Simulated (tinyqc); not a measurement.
# Permittivity and interface capacitance from two thicknesses

Problem. 1/C = t/(eps0 ek) + 2/ci for planar capacitors that differ only in thickness. Find ek, ci and the EOT of the interfaces, 2 x 3.9 eps0/ci.

Constants: eps0 = 8.8541878128e-14 F/cm where lengths are in cm. Results are converted to the units shown.

C at t = 2.6 and 7.7 nm (uF/cm^2): [11.739027, 4.0264400]

Solution. 1/C is a straight line in t: the slope gives ek and the intercept 2/ci. A single thickness would give only the effective permittivity; when the interfaces are a small part of 1/C, ci needs very accurate data.

ek = 35.30
ci = 1000 uF/cm^2
EOT of the interfaces = 0.006906 nm

tinyqc, about 0.01 s, one thread, Intel Xeon 2.30GHz (shared host): `OMP_NUM_THREADS=1 python tinyqc.py 2102045 2102046 out.jsonl`
